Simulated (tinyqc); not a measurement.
# Hole mobility in a silicon inversion layer, empirical terms and Matthiessen rule: effect of the temperature

Inversion layer of sheet density Ns on a uniformly doped body. The mobility terms are empirical power laws with prefactors chosen for the exercise; adding their inverses (Matthiessen) is itself an approximation.

Nc and Nv are given at 350 K and scale as (T/350 K)^1.5; Eg is fixed. ni = sqrt(Nc Nv) exp(-Eg/(2 Vt)), Eg in volts; Ndep = sqrt(2 eps0 eps_r Nb (2 Vt ln(Nb/ni) + Vsb)/q); E = q (Ndep + eta Ns)/(eps0 eps_r), in MV/cm. With t = T/(300 K): muC = Ac (Ns/1e12 cm^-2) t/(Nb/1e17 cm^-3 + Nit/1e11 cm^-2), muP = Ap E^(-1/3) t^(-1.75), muS = As E^(-gs); 1/mu is the sum of the inverses.

Inputs (values chosen for the exercise); material values close to those of silicon: band gap Eg = 1.14 eV; relative permittivity of the semiconductor eps_r = 11.8; conduction-band density of states at the reference temperature Nc = 3.48e19 cm^-3; valence-band density of states at the reference temperature Nv = 3.31e19 cm^-3; body doping Nb = 1.1e18 cm^-3; reverse body bias Vsb = 0.3 V; weight of the inversion charge in the effective field eta = 0.3333; phonon-limited mobility at 1 MV/cm and 300 K Ap = 119 cm^2/(V s); roughness-limited mobility at 1 MV/cm As = 449 cm^2/(V s); exponent of the roughness term gs = 1; Coulomb prefactor Ac = 820 cm^2/(V s); charge at the interface Nit = 3.5e10 cm^-2; inversion density Ns = 5.1e11 cm^-2.

Constants: q = 1.602176634e-19 C, kB = 1.380649e-23 J/K, Vt = kB T/q, eps0 = 8.8541878128e-14 F/cm where lengths are in cm. Results are converted to the units shown.

Results:
```
T (K)  E (MV/cm)  muC (cm^2/(V s))  muP (cm^2/(V s))  muS (cm^2/(V s))  mu (cm^2/(V s))
120       0.7139             14.74             661.8             629.0            14.09
200       0.7011             24.56             272.3             640.4            21.77
250       0.6919             30.70             185.1             649.0            25.31
300       0.6818             36.85             135.2             658.5            27.74
350       0.6711             42.99             103.8             669.1            29.08
400       0.6596             49.13             82.63             680.7            29.48
450       0.6475             55.27             67.66             693.4            29.14
```

Estimate the missing row, T = 160 K.

Computed row:
```
T (K)  E (MV/cm)  muC (cm^2/(V s))  muP (cm^2/(V s))  muS (cm^2/(V s))  mu (cm^2/(V s))
160       0.7079             19.65             401.2             634.3            18.20
```

With this row back in the table: As T goes from 120 to 450 K, E falls from 0.714 to 0.648 MV/cm and mu goes from 14.1 through a maximum of 29.5 (at T = 400 K among the rows listed) to 29.1 cm^2/(V s). The Coulomb term is the smallest in the first and the last row. Coulomb scattering weakens and phonon scattering grows with T, hence the maximum. For T = 120 to 160 K dopant freeze-out and degenerate screening, left out here, matter.

Program tinyqc, `OMP_NUM_THREADS=1 python tinyqc.py 2510056 2510057 out.jsonl`; Intel Xeon 2.30GHz, shared host, one thread, about 0.01 s.
